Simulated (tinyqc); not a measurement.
Inside a calculation. Model: shallow acceptor in the spherical model (Baldereschi-Lipari), strong spin-orbit limit. Computed by tinyqc, a small Python program that keeps every step. Command: `OMP_NUM_THREADS=1 python tinyqc.py 3000942 3000943 out.jsonl acceptor walk`. One thread of a shared host (Intel(R) Xeon(R) Processor @ 2.30GHz), about 0.01 s of CPU time with the checks. Intermediate numbers are printed to about 7 digits and carried at full precision; extremes and crossings named in words are read from the listed rows.

The 1S(3/2) state has an s envelope f(r) and a d envelope g(r). In effective units they obey -(f'' + 2f'/r + 2f/r) + mu (g'' + 5g'/r + 3g/r^2) = E f and -(g'' + 2g'/r - 6g/r^2 + 2g/r) + mu (f'' - f'/r) = E g. The cubic term, the split-off band and the central cell are left out.

Inputs (values chosen for the exercise, modelled on ZnSe):
```
quantity,value,unit
Luttinger gamma_1,3.77,-
Luttinger gamma_2,1.26,-
Luttinger gamma_3,1.64,-
dielectric constant eps,8.9,-
spin-orbit gap Delta_so,427,meV
functions per channel n,1,-
smallest exponent zeta_1,1,1/a*
ratio beta of exponents,2.6,-
```

Constants: Ry = 13.605693123 eV; a_0 = 0.529177210903 angstrom.

## Effective units and couplings

Ry* = Ry/(gamma_1 eps^2), a* = a_0 eps gamma_1, mu = (6 gamma_3 + 4 gamma_2)/(5 gamma_1), delta = (gamma_3 - gamma_2)/gamma_1; spherical masses 1/(gamma_1 (1 - mu)) (heavy) and 1/(gamma_1 (1 + mu)) (light).

Ry* = 45.56164 meV

a* = 17.75548 angstrom

mu = 0.7893899

delta = 0.1007958

heavy-hole mass = 1.259446 m_0

light-hole mass = 0.1482360 m_0

## Matrices in a small basis

zeta_i = zeta_1 beta^(i-1), i = 1..n, in both channels. Basis: f_i = exp(-zeta_i r), g_i = r exp(-zeta_i r), weight r^2 dr, s = zeta_i + zeta_j. S_ff = 2/s^3, H_ff = zeta_i zeta_j S_ff - 2/s^2; S_gg = 24/s^5, H_gg = 8/s^3 + 24 zeta_i zeta_j/s^5 - 12/s^4; H(f_i, g_j) = mu (6 zeta_i^2/s^4 + 2 zeta_i/s^3); S_fg = 0. Each function is normalised by sqrt(S_ii).

H (Ry*):
```
,f1,g1
f1,-1,1.139386
g1,1.139386,1.333333
```

S:
```
,f1,g1
f1,1,0
g1,0,1
```

## Lowest level in the small basis

H c = E S c with c^T S c = 1 and the largest component positive; the d weight is the part of the norm in g.

E = -1.464073 Ry*

coefficients: f1 0.9261268, g1 -0.3772123

d weight = 0.1422891

## Converged levels

Large basis: zeta_i = 0.08 x 1.55^(i-1), i = 1..20 in each channel; overlap eigenvalues below 1e-11 are dropped. Binding energies are -E Ry*; the mass that fits is E(1S) eps^2/Ry.

1S(3/2) binding in Ry* = 2.470360

1S(3/2) binding energy = 112.5536 meV

2S(3/2) binding energy = 33.64811 meV

d weight of 1S(3/2) = 0.2896531

Hydrogenic mass that fits = 0.6552678 m_0

The small basis recovers 59.3 % of the binding. The ratio 2S/1S is 0.299 against the hydrogenic 0.25. The fitted mass is 52 % of the heavy-hole mass. Caution: the binding exceeds a fifth of the spin-orbit gap Delta_so, so the split-off band, left out, matters. Caution: the orbit is only a few bond lengths wide, so central-cell terms matter.

## One mass for the acceptor?

Hydrogenic binding Ry m/eps^2; the density-of-states mass is (m_H^(3/2) + m_L^(3/2))^(2/3); errors are against the large basis.

1S binding energy:
```
mass,value (m_0),binding (meV),error (%)
light hole,0.148236,25.4621,-77.37780
1/gamma_1,0.265252,45.5616,-59.52006
mean of heavy and light,0.703841,120.8969,7.41271
heavy hole,1.259446,216.3317,92.20322
density of states,1.293126,222.1168,97.34306
```

The coupled result, 112.55 meV, lies between the 1/gamma_1 value (no coupling) and the heavy-hole value; the closest single rule here is "mean of heavy and light", off by +7.4 %.

## Binding against mu

The formulas are those given above.

1S(3/2):
```
mu,binding (Ry*),d weight,binding x (1 - mu)
0.10,1.009075,0.0042365,0.9081674
0.24,1.054881,0.0245764,0.8017098
0.47,1.254044,0.0965865,0.6646431
0.50,1.298539,0.1097889,0.6492697
0.79,2.476372,0.2901448,0.5200380
0.80,2.580198,0.2982800,0.5160396
0.90,4.768333,0.3881797,0.4768333
0.95,9.144654,0.4400163,0.4572327
```

The binding grows from 1.009 to 9.14 Ry*, slowly at first (second order in mu), while the d weight rises to 0.44. The last column, the binding in units of the heavy-hole Rydberg, falls to 0.457, towards about 0.44 as mu tends to 1.

Checks made by the program: mu = 0 against hydrogen, 1 and 1/4 (relative difference 4e-06); the coupling element from the adjoint operator (relative difference below 1e-10).
